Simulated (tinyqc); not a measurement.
Luttinger-Kohn k.p, four valence bands, step by step. Computed by tinyqc, a small Python program that keeps every step. Settings: g1 = 17.39, g2 = 2.99, g3 = 5.73. Command: `OMP_NUM_THREADS=1 python tinyqc.py 25329 25330 out.jsonl` (the two numbers bound the seeds that draw the settings). One thread of a shared host (Intel(R) Xeon(R) Processor @ 2.60GHz), about 0.01 s of CPU time with the checks.

## Bloch Hamiltonian at k

Luttinger parameters chosen for this model; energies are counted downward from the top of the valence band:
```
parameter      value  unit
g1         17.390000
g2          2.990000
g3          5.730000
```

k point k (1/angstrom): -0.016000  -0.004000  -0.021000

P = c g1 k^2, Q = c g2 (kx^2 + ky^2 - 2 kz^2), R = c sqrt3 [-g2 (kx^2 - ky^2) + 2i g3 kx ky], S = 2 c sqrt3 g3 (kx - i ky) kz, c = hbar^2/2m = 3.809982 eV angstrom^2; rows [P+Q, -S, R, 0], [-S*, P-Q, 0, R], [R*, 0, P-Q, S], [0, R*, S*, P+Q]. The path ends lie at |k| = 0.05 1/angstrom.

H(k) at k (eV):
```
                      3/2                  1/2                 -1/2                 -3/2
3/2              0.040291  -0.025410+0.006353i  -0.004736+0.004840i             0.000000
1/2   -0.025410-0.006353i             0.054189             0.000000  -0.004736+0.004840i
-1/2  -0.004736-0.004840i             0.000000             0.054189   0.025410-0.006353i
-3/2             0.000000  -0.004736-0.004840i   0.025410+0.006353i             0.040291
```

## Levels at k

Diagonalise the Hermitian matrix.

eigenvalues (eV): 0.019309  0.019309  0.075172  0.075172

## Bands along a path

The same steps at evenly spaced points between the labelled ones.

Bands along the path (eV):
```
k               band 1    band 2    band 3    band 4
[111]         0.056483  0.056483  0.274795  0.274795
[111]-G 0.20  0.036149  0.036149  0.175869  0.175869
[111]-G 0.40  0.020334  0.020334  0.098926  0.098926
[111]-G 0.60  0.009037  0.009037  0.043967  0.043967
[111]-G 0.80  0.002259  0.002259  0.010992  0.010992
G             0.000000  0.000000  0.000000  0.000000
G-[100] 0.20  0.004347  0.004347  0.008904  0.008904
G-[100] 0.40  0.017389  0.017389  0.035616  0.035616
G-[100] 0.60  0.039125  0.039125  0.080135  0.080135
G-[100] 0.80  0.069555  0.069555  0.142463  0.142463
[100]         0.108680  0.108680  0.222598  0.222598
```

## Hole masses

E = c [g1 k^2 -/+ 2 sqrt(g2^2 k^4 + 3 (g3^2 - g2^2)(kx^2 ky^2 + ky^2 kz^2 + kz^2 kx^2))] with c = hbar^2/2m, and m* = hbar^2 k^2 / (2 E).

Masses (electron masses):
```
direction     heavy     light
[100]      0.087642  0.042790
[110]      0.142354  0.036029
[111]      0.168634  0.034662
```
